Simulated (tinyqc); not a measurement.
Worked calculation: Tersoff bond-order potential. Computed by tinyqc, a small Python program that keeps every step. Command: `OMP_NUM_THREADS=1 python tinyqc.py 3005085 3005086 out.jsonl tersoff walk`. One thread of a shared host (Intel(R) Xeon(R) Processor @ 2.30GHz), about 0.01 s of CPU time with the checks. Intermediate numbers are printed to about 7 digits and carried at full precision; extremes and crossings named in words are read from the listed rows.

E = (1/2) sum_(i, j != i) [A exp(-lambda r_ij) - b_ij B exp(-mu r_ij)], b_ij = (1 + (beta zeta_ij)^n)^(-1/(2n)), zeta_ij = sum_(k != i, j) g(theta_ijk), g = 1 + c^2/d^2 - c^2/(d^2 + (h - cos theta)^2), with theta at atom i. Only nearest neighbours count (cut-off function 1 for them, 0 beyond).

Inputs (values chosen for the exercise, modelled on carbon):

| quantity | value | unit |
|---|---|---|
| A | 1372.1 | eV |
| B | 347.66 | eV |
| lambda | 3.4879 | 1/angstrom |
| mu | 2.2119 | 1/angstrom |
| beta | 1.68e-07 | - |
| n | 0.7384 | - |
| c | 38190 | - |
| d | 4.363 | - |
| h | -0.5565 | - |
| bond length r_12 | 1.49 | angstrom |
| bond length r_13 | 1.57 | angstrom |
| angle theta at atom 1 | 87.6 | degrees |

Constants: 1 eV/angstrom^3 = 160.2176634 GPa.

## An open trimer

Atom 1 binds atoms 2 and 3, which do not interact. b_12 = b_13 follow from zeta = g(theta); b_21 = b_31 = 1. E = sum over the two bonds of A exp(-lambda r) - (b + 1)/2 B exp(-mu r).

g(theta) = 1414535

bond order b_12 = 0.8177115

repulsive terms (eV): 7.592240  5.743649

attractive terms B exp(-mu r) (eV): 12.87766  10.78916

energy of the trimer = -8.173837 eV

g is least (g = 1) at cos theta = h, 123.8 degrees, wider than the tetrahedral 109.47.

## The diamond lattice

zeta = 3 g(cos theta = -1/3). With z equal bonds of order b, r = ln(lambda A/(mu b B))/(lambda - mu) and E per atom = -(z/2) b B exp(-mu r)(1 - mu/lambda). a0 = 4 r/sqrt3; B0 = phi''(r)/(3 a0) with phi'' = mu (lambda - mu) b B exp(-mu r), since b does not change under uniform scaling.

zeta = 599799.1

bond order b = 0.8920960

bond length = 1.522337 angstrom

energy per atom of the diamond lattice = -7.825312 eV

lattice constant a0 = 3.515687 angstrom

bulk modulus B0 = 458.5430 GPa

## Elastic constants of the diamond lattice

Second derivatives of the energy per atom, volume V = a0^3/8: e_xx gives C11; e_xx = -e_yy gives 2 (C11 - C12); e_xy = e_yx = s/2 with a sublattice shift u_z gives C44 = (E_ss - E_su^2/E_uu)/V and Kleinman's parameter |E_su/E_uu|/(a0/4).

C11 = 1225.044 GPa

C12 = 75.29237 GPa

C44 = 714.7623 GPa

Kleinman's parameter = 0.1750455

## Unrelaxed vacancy

Each of the four neighbours loses one bond; its three other bonds now have zeta = 2 g, for the direction that starts at it. E_v = -E + 12 x (1/2)(b(3g) - b(2g)) B exp(-mu r), where -E is the pair-like cost.

b(2g) = 0.9171956

unrelaxed vacancy energy E_v = 6.019843 eV

Stronger back bonds return 1.805 eV, so E_v is 77 % of the cohesive energy.

## Energy against coordination

Angles seen from one bond (cos theta: count): chain -1: 1; graphitic -1/2: 2; diamond -1/3: 3; square net 0: 2, -1: 1; simple cubic 0: 4, -1: 1; bcc 1/3: 3, -1/3: 3, -1: 1; fcc 1/2: 4, 0: 2, -1/2: 4, -1: 1.

Relaxed structures:

| structure | z | zeta | b | r (angstrom) | E per atom (eV) | E per bond (eV) |
|---|---|---|---|---|---|---|
| dimer | 1 | 0 | 1.000000 | 1.432853 | -2.672943 | -5.345886 |
| chain | 2 | 7.835773e+05 | 0.872209 | 1.540006 | -3.678812 | -3.678812 |
| graphitic | 3 | 2.569486e+04 | 0.988033 | 1.442289 | -7.759228 | -5.172818 |
| diamond | 4 | 5.997991e+05 | 0.892096 | 1.522337 | -7.825312 | -3.912656 |
| square net | 4 | 3.236650e+06 | 0.716031 | 1.694634 | -4.290527 | -2.145263 |
| simple cubic | 6 | 5.689723e+06 | 0.632441 | 1.791920 | -4.583904 | -1.527968 |
| bcc | 8 | 1.056243e+07 | 0.533763 | 1.924862 | -3.844120 | -0.961030 |
| fcc | 12 | 2.026307e+07 | 0.430579 | 2.093218 | -3.205289 | -0.534215 |

The lowest are diamond, graphitic and simple cubic, the first two 0.066 eV apart. The bond order falls from 1 to 0.431 and the bond weakens from -5.35 to -0.53 eV, as b^(lambda/(lambda - mu)) with exponent 2.73. With the same z = 4 the square net lies 3.53 eV above diamond, from its angles alone. Caution: in bcc and other dense structures second neighbours can fall inside the usual cut-off; they are left out here.

Checks made by the program: (C11 + 2 C12)/3 against B0 (relative difference 6e-09).
